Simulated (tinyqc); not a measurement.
# Strained Delta valleys, repopulation and conductivity mass, step by step

Numbers from tinyqc (`OMP_NUM_THREADS=1 python tinyqc.py 2530084 2530085 out.jsonl`; about 0.01 s on one thread of a shared Intel Xeon 2.30GHz). Printed values are rounded.

A cubic crystal with three pairs of conduction valleys along x, y and z under uniaxial stress X along [100] (X > 0 is tension); current along [010]. Non-degenerate electrons, fixed total density, one relaxation time for all valleys and stresses, masses unchanged by strain, so the mobility goes as the mean inverse mass.

Values chosen for this exercise; values close to those of silicon:
```
symbol  value   unit                             meaning
T         300      K                         temperature
s11      7.68  1/TPa                          compliance
s12     -2.11  1/TPa                          compliance
s44      12.5  1/TPa                          compliance
Xu       9.08     eV         shear deformation potential
ml      0.885     m0                   longitudinal mass
mt      0.195     m0                     transverse mass
X        -140    MPa  uniaxial stress (tension positive)
```

Constants: q = 1.602176634e-19 C, kB = 1.380649e-23 J/K, Vt = kB T/q. Results are converted to the units shown.

## Strain tensor

Stress s_ij = X a_i a_j with a the unit vector along [100]; strain e_ii = s11 s_ii + s12 (s_jj + s_kk), e_ij = s44 s_ij/2.

strain (%):
```
           x         y         z
x  -0.107520  0.000000  0.000000
y   0.000000  0.029540  0.000000
z   0.000000  0.000000  0.029540
```

## Valley shifts and shares

Valley shift dE = Xu (n.e.n - trace(e)/3) with n the valley axis; share f proportional to exp(-dE/Vt).

```
valley  dE (meV)   share f
x       -8.29670  0.447259
y        4.14835  0.276370
z        4.14835  0.276370
```

The splitting is 12.4 meV, 0.48 Vt.

## Conductivity mass and mobility

Inverse mass along the current d = [010]: (n.d)^2/ml + (1 - (n.d)^2)/mt; mu/mu0 = sum f (1/m) over the plain mean of 1/m.

1/m along d, valley x to z (1/m0): 5.12821  1.12994  5.12821
conductivity mass = 0.248558 m0
unstrained value = 0.263473 m0
mu/mu0 = 1.06001

The possible range, all electrons in one kind of valley, is 0.298 to 1.35.
